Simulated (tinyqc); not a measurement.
Moving the second set by strain or alloying: electrons shared among three sets of ellipsoidal valleys.

F_j(eta) = (1/Gamma(j + 1)) integral_0^infinity x^j dx/(1 + exp(x - eta)), which tends to exp(eta) for eta << 0.

Sets X, L, Gamma: N_i = M_i times N = 2 (m kB T/(4 pi c))^(3/2) with c = hbar^2/2m0, in 1/angstrom^3; times 1e24 for 1/cm^3, m = (ml mt^2)^(1/3); n = sum_i N_i F_1/2((EF - dE_i)/kT), energies from the edge of the first set; mu_drift = sum of share times mobility.

Constants: hbar^2/2m0 = 3.80998211 eV angstrom^2; kB = 8.617333262e-05 eV/K.

Inputs chosen for the exercise (masses and offsets near those of AlAs; mobilities are free inputs, held fixed; shifted at random, so the results belong to these values and not to a real crystal):
```
symbol  value                    unit        meaning
dE      (0, 0.238, 0.719)        eV          edges of X, L, Gamma above the first
M       (3, 4, 1)                            valleys in each set
ml      (0.995, 1.304, 0.151)    m0          longitudinal masses of X, L, Gamma
mt      (0.2225, 0.1484, 0.151)  m0          transverse masses
mu      (290, 370, 1800)         cm^2/(V s)  mobility of each set
n       2.9e+18                  1/cm^3      total electron density
T       77                       K
```

The second entry of dE is replaced by the values listed; a negative value puts that set lowest.

Populations:
```
offset (eV),EF (eV),share X,share L,share Gamma,mu_drift
-0.100,-0.0952,0.0000,1.0000,0.0000,370
-0.050,-0.0452,0.0008,0.9992,0.0000,370
0.000,-0.0012,0.4955,0.5045,0.0000,330
0.025,0.0046,0.9651,0.0349,0.0000,293
0.050,0.0050,0.9991,0.0009,0.0000,290
0.100,0.0050,1.0000,0.0000,0.0000,290
0.200,0.0050,1.0000,0.0000,0.0000,290
0.300,0.0050,1.0000,0.0000,0.0000,290
```

Give the missing row, offset (eV) = 0.150.

Computed row:
```
offset (eV)  EF (eV)  share X  share L  share Gamma  mu_drift
0.150         0.0050   1.0000   0.0000       0.0000       290
```

The share of X goes from 0.000 to 1.000 and the mean mobility from 370 to 290 cm^2/(V s). X and L hold equal numbers between offset = 0 and 0.025 eV. The share of Gamma is at most 1.2e-48. With Boltzmann statistics the first two sets are equal at kT ln(N_2/N_1) = 0.0001 eV.

Computed by tinyqc, a small Python program: `OMP_NUM_THREADS=1 python tinyqc.py 1650711 1650712 out.jsonl` (the numbers bound the seed that draws the inputs); one thread of a shared host (Intel(R) Xeon(R) Processor @ 2.30GHz), about 0.02 s for the whole set of steps.
